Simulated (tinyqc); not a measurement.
From results back to parameters: smearing for a one-band metal on the bcc lattice. Two cases, with inputs chosen for the exercise.

Problem. With Gaussian smearing, f = erfc(x)/2, s = exp(-x^2)/(2 sqrt(pi)), x = (E_k - mu)/sigma and free energy F = E - sigma S, small widths give F(sigma) = E0 - D sigma^2/4, where D is the density of states at the Fermi level (both spins, per cell). F at two widths was computed from hidden E0 and D.

Find: D; E0.

Method. D = 4 (F(s1) - F(s2))/(s2^2 - s1^2); E0 = F(s1) + D s1^2/4.

Case 1.

Values chosen: s1 = 0.063 eV; s2 = 0.126 eV.
F(s1) = -1.2278087 eV
F(s2) = -1.2302347 eV

Solution.

D = 0.815 1/eV
E0 = -1.2270 eV

Case 2.

Values chosen: s1 = 0.084 eV; s2 = 0.168 eV.
F(s1) = -1.5895923 eV
F(s2) = -1.5988692 eV

Solution.

D = 1.753 1/eV
E0 = -1.5865 eV

Computed by tinyqc, one run a case: `OMP_NUM_THREADS=1 python tinyqc.py N N+1 out.jsonl` with N = 1652796, 1680335; one thread of a shared Intel(R) Xeon(R) Processor @ 2.30GHz, about 0.3 s a run at most.
